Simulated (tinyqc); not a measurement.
The width of the window: equation-of-state fits to an energy-volume table made by a known binding curve. Computed by tinyqc, a small Python program. Command: `OMP_NUM_THREADS=1 python tinyqc.py 3029038 3029039 out.jsonl eosfit walk`. One thread of a shared host (Intel(R) Xeon(R) Processor @ 2.30GHz), about 0.02 s of CPU time with the checks.

With x = (V/V_0)^(1/3), the energy per atom is E = D [m x^-n - n x^-m]/(n - m), so that B0 = D n m/(9 V_0) and B' = (n + m + 6)/3. B' = dB/dP at P = 0.

Inputs (values chosen for the exercise, for a model crystal):
```
quantity                                  value             unit
cohesive energy D                          4.58          eV/atom
true volume V_0                            25.8  angstrom^3/atom
repulsive exponent n                          5                -
attractive exponent m                         2                -
shift of the window centre s             -0.017                -
points N                                      7                -
compression V/V_0 for the pressure test     0.9                -
noise amplitude                           0.014              meV
```

Binding curve: Mie. Noise: added.

Constants: 1 eV/angstrom^3 = 160.2176634 GPa.

Method:
- B0 and B' from the formulas above; P = -dE/dV at V = c V_0 (c the compression chosen), from the curve itself.
- Table: V_j = V_0 [1 + s + w (2 j/(N - 1) - 1)], j = 0..N-1, rounded to 0.001; E_j from the curve plus the noise amplitude times the listed numbers xi_j (xi_0 first), rounded to 1e-7 eV.
- Murnaghan: E = E0 + (B0 V/B') [(V0/V)^B'/(B' - 1) + 1] - B0 V0/(B' - 1), P = (B0/B') [(V0/V)^B' - 1].
- Birch-Murnaghan: E = E0 + (9 V0 B0/16) [y^3 B' + y^2 (2 - 4 y)], y = (V0/V)^(2/3) - 1; P = (3 B0/2) (x^7 - x^5) [1 + (3/4)(B' - 4)(x^2 - 1)], x = (V0/V)^(1/3).
- Vinet: E = E0 + (9 B0 V0/h^2) {1 + [h (1 - x) - 1] exp(h (1 - x))}, P = 3 B0 (1 - x) x^-2 exp(h (1 - x)), x = (V/V0)^(1/3), h = (3/2)(B' - 1).
- All are least-squares fits to the energies; for polynomials in V, B0 = V E'' and B' = -1 - V E'''/E'' at the minimum.
- The table is made anew for each w.

numbers xi_j, drawn evenly from -1 to 1: 0.9421  -0.4045  0.6534  0.5425  -0.5307  0.1128  -0.7262

exact B0 = 31.6019 GPa

exact B' = 4.33333

Errors (%):
```
w     B0, parabola  B0, cubic  B0, Murnaghan  B0, Birch-Murnaghan  B0, Vinet  B', Birch-Murnaghan
0.03         9.670     -1.125         -0.887               -0.917     -0.933               10.357
0.05        10.306      0.048         -0.260               -0.232     -0.218                2.260
0.08        11.750      1.357         -0.237               -0.077      0.003                0.534
0.12        14.733      3.828         -0.468               -0.041      0.174                0.113
0.16        19.029      7.401         -0.825               -0.039      0.365               -0.009
0.22        28.254     15.251         -1.516               -0.052      0.737               -0.101
```

What does the comparison show, and why?

The Birch-Murnaghan error of B0 is smallest among these at w = 0.16 (0.039 % in size); it is 0.917 % at the narrowest and 0.052 % at the widest. A narrow window magnifies the noise, since the energy range shrinks as w^2, and a wide one exposes the form. At the widest window the errors of B0 are +28.3 % for the parabola and +15.3 % for the cubic in V.

Extremes, crossings and ranges named in words are read from the listed rows.
